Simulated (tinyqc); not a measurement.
Classical Heisenberg spin chain: exact results, Metropolis, heat-bath and over-relaxation steps, and a Monte Carlo run: one step, computed by the program tinyqc.

E = -J sum_i s_i . s_(i+1) for unit vectors s_i on an open chain; K = J/(k_B T).

Question. Exact results. Each bond angle is independent, so u = <s_i . s_(i+1)> = coth K - 1/K, <s_i . s_(i+n)> = u^n, correlation length xi = -1/ln|u|, energy per bond -J u, heat capacity per bond c/k_B = 1 - K^2/sinh^2 K, and for the long chain chi = mu^2 (1 + u)/(3 k_B T (1 - u)) per spin.

Inputs (values chosen for the exercise, for a model chain of large moments): coupling J = 25 meV; temperature T = 71.6 K; moment mu = 3.1 mu_B.

Constants: k_B = 8.617333262e-05 eV/K; mu_B = 5.7883818060e-05 eV/T.

Give: K; u; xi; energy per bond; heat capacity; chi over the Curie value; chi.

Answer.

K = 4.0519

u = 0.75380

xi = 3.5383 sites

energy per bond = -18.845 meV

heat capacity = 0.98013 k_B/bond

chi over the Curie value = 7.1236

chi = 0.21408 mu_B/T per spin

For |K| >> 1, |u| = 1 - 1/|K| and xi = |K| - 1/2 = 3.55: the chain orders only at T = 0, and c tends to k_B, not to zero, a failure of classical spins.
